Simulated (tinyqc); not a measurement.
Minority carriers and saturation current of a heavily doped emitter: effect of temperature on the narrowing factor.

n-type, parabolic bands, full ionisation. eta = (EF - Ec)/kB T solves N = Nc F12(eta), F12(x) = (2/sqrt(pi)) int_0^infinity sqrt(u)/(1 + exp(u - x)) du. The gap shrinks rigidly by dEg = a3 y^(1/3) + a4 y^(1/4) + a2 y^(1/2), y = N/1e18 cm^-3, an empirical law that is here taken as the true narrowing.

Nc is given at 300 K and scales as T^1.5; dEg is held. The factor nie^2/ni^2 = exp(dEg/kB T) g, g = F12(eta) exp(-eta), divides the current gain of a transistor with this emitter.

Inputs (values chosen for the exercise); band and dielectric values those of a made-up semiconductor:
```
symbol,value,unit,meaning
Nc,2.68e19,cm^-3,conduction-band density of states at 300 K
N,7.8e18,cm^-3,ionised donor density
a3,18.2,meV,coefficient of (N/1e18)^(1/3)
a4,6.4,meV,coefficient of (N/1e18)^(1/4)
a2,3.9,meV,coefficient of (N/1e18)^(1/2)
```

Constants: q = 1.602176634e-19 C, kB = 1.380649e-23 J/K, Vt = kB T/q. Results are converted to the units shown.

Effect of temperature on the narrowing factor:
```
T (K)       eta        g  nie^2/ni^2  its logarithm
150    0.093214  0.74993      65.020         4.1747
200    -0.43843  0.82891      23.552         3.1592
250    -0.82625  0.87411      12.717         2.5429
300     -1.1318  0.90259      8.4043         2.1287
350     -1.3841  0.92183      6.2407         1.8311
400     -1.5991  0.93551      4.9866         1.6068
450     -1.7866  0.94565      4.1854         1.4316
```

The factor falls from 65.0 to 4.19. Its slope against q/kB T is 52.5 meV between the first two rows and 54.3 meV between the last two, against dEg = 57.7 meV: degeneracy takes back part of the narrowing. The factor grows on cooling, so the current gain of such a transistor falls.

Range of the model: Band tails, non-parabolic bands and incomplete ionisation are left out.

Program tinyqc, `OMP_NUM_THREADS=1 python tinyqc.py 2330121 2330122 out.jsonl`; Intel Xeon 2.30GHz, shared host, one thread, about 0.01 s.
